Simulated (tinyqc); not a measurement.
Energy and delay of logic against supply voltage: two steps of the calculation.

One expression serves below and above threshold: I(Vg) = Ik [ln(1 + exp((Vg - VT + dd V)/(al nf Vt)))]^al, with I_on = I(V) and I_off = I(0). Gate delay td = kd C V/I_on, clock period LD td. Per gate and cycle the switching energy is act C V^2 and the leakage energy I_off V LD td. No short-circuit current, no variation. Minima are sought above 0.09 V; below a few Vt gates no longer switch and the model has no meaning.

Inputs (values chosen for the exercise); values of the order met in logic technologies:
- T = 300 K (temperature)
- VT = 0.23 V (threshold voltage at zero drain bias)
- nf = 1.24 (slope factor)
- dd = 0.02 (barrier lowering per volt of supply)
- Ik = 0.53 uA (specific current of a gate)
- al = 1.52 (exponent of the current law)
- C = 2.9 fF (load capacitance of a gate)
- kd = 1 (delay factor)
- LD = 60 (logic depth)
- act = 0.3 (activity factor)
- V = 0.92 V (supply voltage)

Constants: q = 1.602176634e-19 C, kB = 1.380649e-23 J/K, Vt = kB T/q. Results are converted to the units shown.

Task 1. Currents, delay and energies. I_on, I_off, td, clock frequency 1/(LD td), both energies and their sum.

Find: I_on; I_off; td; clock frequency; switching energy; leakage energy; energy.

Result 1.

I_on = 31.00 uA
I_off = 0.7133 nA
td = 86.08 ps
clock frequency = 0.1936 GHz
switching energy = 736.4 aJ
leakage energy = 3.389 aJ
energy = 739.8 aJ

I_on/I_off = 43500; leakage makes up 0.458 % of the energy.

Task 2. New V. Minimum-energy supply: E(V) is the energy per gate and cycle; with h = 0.001 V, E' = (E(V + h) - E(V - h))/(2 h), E'' = (E(V - h) - 2 E(V) + E(V + h))/h^2, V(new) = V - E'/E''.

V after iteration 1 = 0.18183484 V

Wanted: E'; E''; V after iteration 2.

Result 2.

E' = -77.11 aJ/V
E'' = 8202 aJ/V^2
V after iteration 2 = 0.1912 V

tinyqc, about 0.01 s, one thread, Intel Xeon 2.30GHz (shared host): `OMP_NUM_THREADS=1 python tinyqc.py 2082097 2082098 out.jsonl`
